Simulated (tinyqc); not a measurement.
## Fermi velocity from one capacitance

Question. At zero temperature and without traps graphene has Cq = 2 q^3 phi/(pi hbar^2 vF^2), charge Cq phi/2, 1/C_G = 1/Cox + 1/Cq and Vg = phi + Cq phi/(2 Cox). Find Cq, phi, vF and n.

Constants: q = 1.602176634e-19 C, hbar = 1.054571817e-34 J s. Results are converted to the units shown.

Vg = 0.90661691 V
C_G = 1.7412883 uF/cm^2
Cox = 2.2637207 uF/cm^2

Solution. The series relation gives Cq, the voltage relation phi = Vg/(1 + Cq/(2 Cox)), and the formula for Cq then vF.

Cq = 7.545 uF/cm^2
phi = 0.3400 V
vF = 1.030e6 m/s
n = 8.006e12 cm^-2

Numbers from tinyqc (`OMP_NUM_THREADS=1 python tinyqc.py 2200121 2200122 out.jsonl`; about 0.01 s on one thread of a shared Intel Xeon 2.30GHz).
